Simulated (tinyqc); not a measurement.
Inside a calculation. Model: rapid thermal processing of a wafer: radiative balance, ramp and cooling, pattern effects, pyrometer error and spike budget. Computed by tinyqc, a small Python program that keeps every step. Command: `OMP_NUM_THREADS=1 python tinyqc.py 3113190 3113191 out.jsonl rtp walk`. One thread of a shared host (Intel(R) Xeon(R) Processor @ 2.30GHz), about 0.06 s of CPU time with the checks. Intermediate numbers are printed to about 7 digits and carried at full precision; extremes and crossings named in words are read from the listed rows.

The wafer is opaque and uniform through its thickness unless said otherwise; temperatures in formulas are in kelvin (C + 273.15). sigma = 5.670374419e-12 W/(cm^2 K^4).

Inputs (values chosen for the exercise, modelled on a hot silicon wafer):
```
quantity                                              value         unit
wafer thickness d                                       625   micrometre
heat capacity per volume C                             2.12   J/(cm^3 K)
thermal conductivity k                                 0.29     W/(cm K)
emissivity eps of each face                            0.67            -
reflectivity of the chamber walls r                    0.38            -
gas heat-transfer coefficient h, both faces together    3.6  mW/(cm^2 K)
wall temperature T_w                                    300            K
process temperature                                     737            C
starting temperature                                    500            C
ramp rate                                               240          K/s
relative change of absorptivity over a pattern          7.5            %
period of the pattern                                    21           mm
pyrometer wavelength                                    3.8   micrometre
error of the assumed emissivity                          11            %
activation energy of the process E_a                    2.7           eV
```

Constants: k_B = 8.617333262e-05 eV/K; h = 6.62607015e-34 J s; c = 299792458 m/s; k_B = 1.380649e-23 J/K.

## Power to hold and to ramp

Effective emissivity between parallel grey plates: eps_eff = 1/(1/eps + 1/(1 - r) - 1). Loss per area q(T) = 2 eps_eff sigma (T^4 - T_w^4) + h (T - T_w). Absorbed power during a ramp = q(T) + C d x ramp rate; thermal time constant tau = C d/(dq/dT), dq/dT = 8 eps_eff sigma T^3 + h; natural cooling rate q/(C d); front-to-back difference under one-sided heating at the end of the ramp = (absorbed power) d/(2 k).

eps_eff = 0.4749600

holding power q = 8.121352 W/cm^2

power at the end of the ramp = 39.92135 W/cm^2

dq/dT = 25.80835 mW/(cm^2 K)

time constant tau = 5.133997 s

natural cooling rate = 61.29322 K/s

front-to-back difference = 4.301870 K

Radiation carries 69 % of the loss. The ramp needs 4.9 times the holding power.

## Cooling curve

Cooling with the lamps off: C d dT/dt = -q(T), integrated adaptively (relative tolerance 1e-10).

Lamps off at t = 0:
```
t (s)     T (C)  cooling rate (K/s)
0.51   707.2060            55.70656
1.00   681.0555            51.14696
2.10   629.4889            43.03034
3.60   571.2296            35.12633
5.10   522.9915            29.48296
7.70   455.6835            22.79291
13.00  357.6345            15.09394
21.00  262.3828             9.41380
```

The rate falls from 61.3 K/s at t = 0 to 9.41 K/s in the last row.

## Thermal budget of a spike

Spike anneal: linear ramp to the peak, then lamps off. Equivalent time at the peak = int exp(-(E_a/k_B)(1/T - 1/T_peak)) dt; estimate (k_B T^2/E_a)(1/ramp rate + 1/cooling rate). The ramp part uses 4000 trapezoid steps, the cooling part 4000 steps over 4 tau. Time within 50 K of the peak from the same curves.

equivalent time, ramp = 0.1276934 s

equivalent time, cooling = 0.5515426 s

equivalent time, total = 0.6792360 s

estimate = 0.6670318 s

time within 50 K of the peak = 1.093239 s

Cooling supplies 81 % of the budget.

## What a faster ramp buys

The formulas are those given above.

Against the ramp rate:
```
ramp (K/s)  ramp part (s)  cooling part (s)  total (s)  power at the peak (W/cm^2)
10               3.064642         0.5515426   3.616185                      9.4464
25               1.225857         0.5515426   1.777399                     11.4339
50               0.612928         0.5515426   1.164471                     14.7464
100              0.306464         0.5515426   0.858007                     21.3714
250              0.122586         0.5515426   0.674128                     41.2464
500              0.061293         0.5515426   0.612835                     74.3714
1000             0.030646         0.5515426   0.582189                    140.6214
```

From 10 to 100 K/s the total falls by a factor 4.2, from 100 to 1000 K/s by 1.47: the cooling part, 0.552 s, is a floor, and the natural cooling rate here is 61.3 K/s.

## Pattern effect

At steady state a sinusoidal change of absorbed power of relative amplitude a and period p gives the temperature amplitude a q/(dq/dT + k d (2 pi/p)^2); healing length l = sqrt(k d/(dq/dT)); process change = E_a dT/(k_B T^2). Emissivity is taken as unchanged.

healing length l = 8.380286 mm

amplitude without lateral conduction = 23.60094 K

amplitude = 3.238803 K

change of the process rate = 9.944974 %

Lateral conduction cuts the amplitude to 14 %, since p/(2 pi l) = 0.40.

## Pyrometer error

Signal proportional to eps/(exp(c2/(lambda T)) - 1), c2 = h c/k_B. If the assumed emissivity is too high by the given error, the reading T' solves (1 + error)/(exp(c2/(lambda T')) - 1) = 1/(exp(c2/(lambda T)) - 1). Wien estimate: T' - T = -lambda T^2 ln(1 + error)/c2. Process rates go as exp(-E_a/(k_B T)).

c2 = 14387.77 micrometre K

c2/(lambda T) = 3.748211

reading less true temperature = -26.76670 K

Wien estimate = -28.12523 K

rate at T over rate at T', less 1 = 132.6260 %

Caution: below about 600 C lightly doped silicon is partly transparent at this wavelength, so its emissivity is not yet the hot value early in the ramp.

Checks made by the program: cooling time against quadrature of C d dT/q (relative difference 3e-08).
